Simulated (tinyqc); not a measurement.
Four-point probe, van der Pauw, Hall and spreading-resistance readings of a semiconductor layer: one step, computed by the program tinyqc.

The layer is uniform and ohmic; contacts are points unless a radius is given.

Task: Four-point voltage. Collinear probes with equal spacing on a layer with insulating backing: images at depth 2 m t give V = (rho I/(2 pi s)) G, G = 1 + 4 sum_(m>=1) [1/sqrt(1 + (2 m u)^2) - 1/sqrt(4 + (2 m u)^2)], u = t/s; the sum runs to m = 20000, with the tail 3/(32 u^3 M^2) added to the sum for M = 20000. Limits: thick, rho = 2 pi s V/I; thin on an insulator, rho = (pi/ln 2) t V/I.

Inputs (values chosen for the exercise, modelled on p-type silicon): layer thickness t = 490 micrometre; probe spacing s = 1.588 mm; current I = 0.3 mA.

Backing of the layer: insulating.

resistivity rho = 0.05371350 ohm cm

Give: t/s; G; voltage V; rho by the thick formula; rho by the thin formula.

Result:

t/s = 0.3086

G = 4.493

voltage V = 0.07256 mV

rho by the thick formula = 0.2413 ohm cm

rho by the thin formula = 0.05372 ohm cm

The thick formula is off by +349.3 % and the thin one by 0.0 %.
